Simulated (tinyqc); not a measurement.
# MOS inversion layer, Poisson-Schroedinger loop, step by step

tinyqc, about 1 s, one thread, Intel Xeon 2.30GHz (shared host): `OMP_NUM_THREADS=1 python tinyqc.py 2160022 2160023 out.jsonl` Printed values are rounded.

Electrons confined at an insulator interface at z = 0, treated as a hard wall; parabolic valleys, Hartree approximation, no image or exchange terms. The depletion charge lies far deeper than the electrons and gives a uniform field q Nd/(eps0 eps_r); the gate balances all charge. Energies are counted from the band edge at the interface.

Inputs (values chosen for the exercise); masses and permittivity close to those of silicon (100):
- T = 300 K (temperature)
- eps_r = 11.5 (relative permittivity)
- mz1 = 0.92 m0 (mass along z of valley set A (2 valley(s)))
- md1 = 0.193 m0 (in-plane density-of-states mass of set A)
- mz2 = 0.189 m0 (mass along z of valley set B (4 valley(s)))
- md2 = 0.419 m0 (in-plane density-of-states mass of set B)
- Ns = 1.2e13 cm^-2 (sheet density of electrons)
- Nd = 3.6e11 cm^-2 (sheet density of depletion charge)
- dE = 0.03 eV (extra shift of set B (strain))
- hz = 0.71 nm (mesh step)
- a = 0.5 (mixing factor)

Constants: q = 1.602176634e-19 C, kB = 1.380649e-23 J/K, hbar = 1.054571817e-34 J s, m0 = 9.1093837015e-31 kg, Vt = kB T/q, eps0 = 8.8541878128e-14 F/cm where lengths are in cm, hbar^2/(2 m0) = 0.0380998212 eV nm^2. Results are converted to the units shown.

## Fixed part of the potential

z, node 1 to 18 (nm): [0.71, 1.42, 2.13, 2.84, 3.55, 4.26, 4.97, 5.68, 6.39, 7.1, 7.81, 8.52, 9.23, 9.94, 10.65, 11.36, 12.07, 12.78]

V0 = q Nd z/(eps0 eps_r) in eV.

fixed potential V0, node 1 to 18 (eV): [0.00402184, 0.00804368, 0.01206552, 0.01608736, 0.02010919, 0.02413103, 0.02815287, 0.03217471, 0.03619655, 0.04021839, 0.04424023, 0.04826207, 0.05228391, 0.05630574, 0.06032758, 0.06434942, 0.06837126, 0.07239310]

## Round 1: levels and probability densities

self-consistent potential U at the start, node 1 to 18 (eV): [0, 0, 0, 0, 0, 0, 0, 0, 0, 0, 0, 0, 0, 0, 0, 0, 0, 0]

Tridiagonal Hamiltonian with psi = 0 one step beyond both ends: H_ii = C (1/m_(i-1/2) + 1/m_(i+1/2))/hz^2 + V0_i + U_i (+ dE for the set B), H_(i,i+1) = -C/(m_(i+1/2) hz^2), C = hbar^2/(2 m0). The lowest 2 level(s) of each valley set are kept, normalised to hz sum |psi|^2 = 1. The mass is the same on all intervals.

levels (eV): A1 0.0255708, A2 0.0445285, B1 0.0737313, B2 0.1127645
|psi|^2 of A1, node 1 to 18 (1/nm): [0.0653377, 0.1972923, 0.2894167, 0.2952112, 0.2361676, 0.1570535, 0.0898100, 0.0451502, 0.0202690, 0.0082205, 0.0030393, 0.0010318, 0.0003235, 0.0000941, 0.0000254, 0.0000063, 0.0000014, 0.0000002]
|psi|^2 of A2, node 1 to 18 (1/nm): [0.0626746, 0.1423239, 0.1133147, 0.0265585, 0.0045033, 0.0768586, 0.1751648, 0.2269511, 0.2140192, 0.1615483, 0.1024974, 0.0562877, 0.0272681, 0.0117939, 0.0045749, 0.0015748, 0.0004539, 0.0000829]
|psi|^2 of B1, node 1 to 18 (1/nm): [0.0143926, 0.0519956, 0.0996867, 0.1432148, 0.1722099, 0.1823401, 0.1748199, 0.1543925, 0.1270112, 0.0980501, 0.0713542, 0.0490421, 0.0317895, 0.0193073, 0.0108108, 0.0053749, 0.0021560, 0.0005024]
|psi|^2 of B2, node 1 to 18 (1/nm): [0.0216941, 0.0705305, 0.1117157, 0.1182058, 0.0876493, 0.0407700, 0.0061105, 0.0031642, 0.0336930, 0.0838022, 0.1329451, 0.1637179, 0.1678662, 0.1471333, 0.1102672, 0.0686017, 0.0322964, 0.0082877]

## Round 1: Fermi level and occupations

Level k holds N_k = D_k Vt ln(1 + exp((EF - E_k)/Vt)) with D = 2 md1 m0 q/(pi hbar^2) for the set A, D = 4 md2 m0 q/(pi hbar^2) for the set B per eV (spin included); EF is fixed by sum N_k = Ns.

EF = 0.03958660 eV
N_k (cm^-2): A1 4.170675e12, A2 2.509963e12, B1 4.282245e12, B2 1.037118e12

## Round 1: density, output potential and mixing

n_i = sum_k N_k |psi_k|^2 (converted to cm^-3). Hartree part by Gauss: on the interval before node i the electrons still beyond are S_i = Ns - hz sum_(j<i) n_j, and U_i = U_(i-1) + q S_i hz/(eps0 eps_r) in eV, U_0 = 0 at the interface. Mixing: U(new) = U + a (U(out) - U).

n, node 1 to 18 (in units of 1e19 cm^-3): [0.513945, 1.475876, 2.034224, 2.033765, 1.824629, 1.671039, 1.569184, 1.422374, 1.200552, 0.946553, 0.713377, 0.525388, 0.380019, 0.265268, 0.172243, 0.098144, 0.043873, 0.010956]
U(out), node 1 to 18 (eV): [0.1340613, 0.2640460, 0.3823241, 0.4844668, 0.5704778, 0.6420159, 0.7002994, 0.7461362, 0.7806908, 0.8057226, 0.8232464, 0.8351118, 0.8428098, 0.8474935, 0.8500731, 0.8512864, 0.8517213, 0.8518082]
U after round 1, node 1 to 18 (eV): [0.0670306, 0.1320230, 0.1911621, 0.2422334, 0.2852389, 0.3210080, 0.3501497, 0.3730681, 0.3903454, 0.4028613, 0.4116232, 0.4175559, 0.4214049, 0.4237467, 0.4250365, 0.4256432, 0.4258607, 0.4259041]

## Round 2: levels and probability densities

As before.

levels (eV): A1 0.1667272, A2 0.2731242, B1 0.3074780, B2 0.4578757
|psi|^2 of A1, node 1 to 18 (1/nm): [0.7493843, 0.5229828, 0.1197098, 0.0150139, 0.0012734, 0.0000819, 0.0000043, 0.0000002, 0.0000000, 0.0000000, 0.0000000, 0.0000000, 0.0000000, 0.0000000, 0.0000000, 0.0000000, 0.0000000, 0.0000000]
|psi|^2 of A2, node 1 to 18 (1/nm): [0.3893508, 0.0822894, 0.5374174, 0.3086779, 0.0772693, 0.0119670, 0.0013475, 0.0001215, 0.0000093, 0.0000006, 0.0000000, 0.0000000, 0.0000000, 0.0000000, 0.0000000, 0.0000000, 0.0000000, 0.0000000]
|psi|^2 of B1, node 1 to 18 (1/nm): [0.1823400, 0.4014507, 0.3874712, 0.2457826, 0.1192373, 0.0479243, 0.0167870, 0.0053116, 0.0015588, 0.0004326, 0.0001151, 0.0000297, 0.0000075, 0.0000018, 0.0000004, 0.0000001, 0.0000000, 0.0000000]
|psi|^2 of B2, node 1 to 18 (1/nm): [0.1020579, 0.1252260, 0.0178472, 0.0261581, 0.1509225, 0.2462217, 0.2512651, 0.1972961, 0.1310132, 0.0775776, 0.0423072, 0.0216804, 0.0105613, 0.0049095, 0.0021631, 0.0008783, 0.0003017, 0.0000637]

## Round 2: Fermi level and occupations

As before.

EF = 0.2292583 eV
N_k (cm^-2): A1 1.043828e13, A2 7.014702e11, B1 8.576338e11, B2 2.612342e9

## Round 2: density, output potential and mixing

As before.

n, node 1 to 18 (in units of 1e19 cm^-3): [8.252052, 5.861391, 1.958902, 0.584107, 0.170150, 0.050994, 0.016044, 0.005158, 0.001686, 0.000574, 0.000209, 0.000082, 0.000034, 0.000014, 0.000006, 0.000002, 0.000001, 0.000000]
U(out), node 1 to 18 (eV): [0.1340613, 0.2026676, 0.2247817, 0.2313578, 0.2333007, 0.2338941, 0.2340830, 0.2341446, 0.2341653, 0.2341726, 0.2341754, 0.2341765, 0.2341769, 0.2341771, 0.2341772, 0.2341772, 0.2341772, 0.2341772]
U after round 2, node 1 to 18 (eV): [0.1005460, 0.1673453, 0.2079719, 0.2367956, 0.2592698, 0.2774510, 0.2921163, 0.3036063, 0.3122553, 0.3185170, 0.3228993, 0.3258662, 0.3277909, 0.3289619, 0.3296069, 0.3299102, 0.3300189, 0.3300407]

## Course of the self-consistent loop

Start from U = 0. Stop when the largest |U(out) - U| is below 1e-7 eV, or after 120 rounds.

Course of the iteration:
```
round  level A1 (eV)     EF (eV)  largest |U(out) - U| (eV)
1         0.02557083  0.03958660                      0.852
2          0.1667272   0.2292583                      0.192
3          0.1985940   0.2531228                     0.0472
4          0.2177149   0.2695797                     0.0253
5          0.2277830   0.2798919                     0.0103
6          0.2323955   0.2844945                    4.94e-3
7          0.2346270   0.2867606                    2.25e-3
8          0.2357051   0.2878351                    1.13e-3
9          0.2362401   0.2883733                    5.42e-4
...              ...         ...                        ...
14         0.2367519   0.2888842                    1.68e-5
15         0.2367601   0.2888924                    8.35e-6
16         0.2367642   0.2888965                    4.18e-6
17         0.2367662   0.2888986                    2.08e-6
18         0.2367673   0.2888996                    1.04e-6
19         0.2367678   0.2889001                    5.21e-7
20         0.2367680   0.2889004                    2.61e-7
21         0.2367682   0.2889005                    1.30e-7
22         0.2367682   0.2889006                    6.52e-8
```

Converged in 22 rounds. Towards the end the residual shrinks by a factor of about 0.50 a round.

## Converged levels, occupations and centroid

converged U, node 1 to 18 (eV): [0.1340612, 0.2111331, 0.2507807, 0.2741228, 0.2882407, 0.2967212, 0.3019805, 0.3054489, 0.3078649, 0.3095899, 0.3108118, 0.3116479, 0.3121886, 0.3125118, 0.3126850, 0.3127641, 0.3127917, 0.3127971]

Solve for the levels with V0 + U, find EF, n_i = sum_k N_k |psi_k|^2 (in cm^-3); share of each level N_k/Ns; centroid sum n z/sum n.

levels (eV): A1 0.2367682, A2 0.3166919, B1 0.3494371, B2 0.4069589
EF = 0.2889006 eV
shares (%): A1 74.39141, A2 10.20005, B1 13.84919, B2 1.55935
n, node 1 to 18 (in units of 1e19 cm^-3): [7.184789, 4.718149, 2.055691, 1.162905, 0.710713, 0.406106, 0.225793, 0.132673, 0.087109, 0.063431, 0.048642, 0.037244, 0.027423, 0.018903, 0.011868, 0.006492, 0.002798, 0.000682]
centroid = 1.656600 nm

An 800-node mesh to 22 nm with 8 levels a set gives A1 = 0.2386 eV, EF = 0.2914 eV and a centroid of 1.801 nm; the levels kept above hold 96.1 % of the electrons there. The coarse centroid is 8.0 % below the fine one.

## Closed-form estimates

Triangular well: E_k = a_k (C F^2/mz)^(1/3), a_1 = 2.338107, a_2 = 4.087949, C = hbar^2/(2 m0), F in eV/nm. Fang-Howard (all electrons in the lowest level of set A): b^3 = 6 (mz1/C) q (Nd + 11 Ns/32)/(eps0 eps_r), centroid 3/b, level C b^2/(4 mz1) + (3/b) q (Nd + 11 Ns/16)/(eps0 eps_r). Use F = q (Nd + Ns)/(eps0 eps_r), the surface field, and F = q (Nd + Ns/2)/(eps0 eps_r).

A1 with the surface field = 0.2715383 eV
A1 with Nd + Ns/2 = 0.1743640 eV
A2 with Nd + Ns/2 = 0.3048582 eV
b = 2.170438 1/nm
Fang-Howard centroid = 1.382209 nm
Fang-Howard level = 0.2360301 eV

Against the self-consistent A1 = 0.2386 eV on a fine mesh, the surface-field estimate is 14 % above it, the half-charge one 27 % below it and Fang-Howard 1.1 % below it. A1 holds 75.2 % of the electrons, and the Fang-Howard centroid is 23 % below the full one.
